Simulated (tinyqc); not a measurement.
Elastic trap-assisted tunnelling through a dielectric: two steps of the calculation.

Emitter at x = 0 (Fermi level 0), collector at x = t (Fermi level -V), band edge U(x) = phi - F x, F = V/t. A trap at x has the energy E = U(x) - Et. With G(u) = (4/(3 F)) sqrt(mo/C) max(u, 0)^1.5, C = hbar^2/(2 m0): S1 = G(phi - E) - G(Et), S2 = G(Et) - G(phi - V - E), T1,2 = exp(-S1,2). The steady rate through one trap is nu T1 T2 (f1 - f2)/(T1 + T2), f1 = f(E), f2 = f(E + V), f(y) = 1/(1 + exp(y/Vt)); both contacts offer states at E.

Parameters, values chosen for the exercise; dielectric values close to those of silicon dioxide: temperature T = 300 K; barrier above the emitter Fermi level phi = 3.18 eV; tunnelling mass mo = 0.51 m0; thickness t = 4.3 nm; trap depth below the band edge of the dielectric Et = 3.01 eV; trap density Nt = 2.9e18 cm^-3; attempt frequency nu = 1e13 1/s; points of the grid n = 11; voltage V = 1.11 V; left end of the grid xa = 1.57 nm; right end of the grid xb = 2.52 nm.

Constants: q = 1.602176634e-19 C, kB = 1.380649e-23 J/K, hbar = 1.054571817e-34 J s, m0 = 9.1093837015e-31 kg, Vt = kB T/q, hbar^2/(2 m0) = 0.0380998212 eV nm^2. Results are converted to the units shown.

Problem 1. Rate through a trap near the best position. n equally spaced x from xa to xb, where nearly all of the current flows; J = q Nt times the integral of the rate, by Simpson's rule.

Give: x; E; S1; S2; f1 - f2; rate; J.

Solution 1.

```
point  x (nm)    E (eV)      S1      S2  f1 - f2  rate (1/s)
0      1.5700  -0.23528  20.588  32.542  0.99989    0.073640
1      1.6650  -0.25980  21.875  31.484  0.99996     0.21218
2      1.7600  -0.28433  23.166  30.420  0.99998     0.61442
3      1.8550  -0.30885  24.463  29.351  0.99999      1.7781
4      1.9500  -0.33337  25.763  28.276   1.0000      4.8549
5      2.0450  -0.35790  27.069  27.195   1.0000      8.2199
6      2.1400  -0.38242  28.378  26.109   1.0000      4.2924
7      2.2350  -0.40694  29.693  25.018   1.0000      1.2607
8      2.3300  -0.43147  31.011  23.921   1.0000     0.34005
9      2.4250  -0.45599  32.335  22.819   1.0000    0.090609
10     2.5200  -0.48051  33.662  21.712   1.0000    0.024019
```

J = 9.7913e-8 A/cm^2

Problem 2. The best-placed trap against direct tunnelling. At x = xs: E, S1, S2 and the occupation (T1 f1 + T2 f2)/(T1 + T2). Direct tunnelling at E = 0 has S = (4/(3 F)) sqrt(mo/C) [phi^1.5 - max(phi - V, 0)^1.5].

xs = 2.04 nm

Wanted: E; S1; S2; occupation; S of direct tunnelling.

Solution 2.

E = -0.35660 eV
S1 = 27.000
S2 = 27.252
occupation = 0.56279
S of direct tunnelling = 50.883

Range of the model: Phonon-assisted (inelastic) capture, chains of traps and a spread of trap depths are left out.

Numbers from tinyqc (`OMP_NUM_THREADS=1 python tinyqc.py 2370085 2370086 out.jsonl`; about 0.04 s on one thread of a shared Intel Xeon 2.30GHz).
